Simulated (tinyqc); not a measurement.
Single-oscillator infrared dielectric function of a polar cubic crystal: one step, computed by the program tinyqc.

One ion pair, charges +Z* and -Z*, in a cell of volume Omega = a^3/4. Frequencies omega are given as wavenumbers (1/cm); eps_s is the static dielectric constant.

Question. LO frequency and static constant from the Born charge. mu = M_A M_B/(M_A + M_B); ionic plasma term W^2 = 4 pi Z*^2 (e^2/(4 pi eps_0))/(Omega mu) in eV/(angstrom^2 u), turned into 1/cm by W = 15.6333042 x 33.35640952 x sqrt(W^2); omega_LO^2 = omega_TO^2 + W^2/eps_inf; eps_s = eps_inf + W^2/omega_TO^2; Szigeti charge 3 Z*/(eps_inf + 2); longitudinal (Callen) charge Z*/eps_inf.

Inputs (values chosen for the exercise, modelled on potassium chloride):

| quantity | value | unit |
|---|---|---|
| lattice constant a | 6.29 | angstrom |
| mass M_A | 39.1 | u |
| mass M_B | 35.45 | u |
| omega_TO | 145 | 1/cm |
| Born charge Z* | 1.17 | e |
| eps_inf | 2.24 | - |

Structure: rock salt. Free carriers: absent.

Constants: nu for 1 eV/(angstrom^2 u) = 15.6333042 THz; 1 THz = 33.35640952 1/cm; e^2/(4 pi eps_0) = 14.39964548 eV angstrom.

Give: reduced mass mu; W; omega_LO; eps_s; Szigeti charge; Callen charge.

Answer.

reduced mass mu = 18.59 u

W = 241.3 1/cm

omega_LO = 216.8 1/cm

eps_s = 5.010

Szigeti charge = 0.8278 e

Callen charge = 0.5223 e

omega_LO/omega_TO = 1.495; the ions supply 55 % of eps_s, as in a strongly ionic or soft-mode crystal.
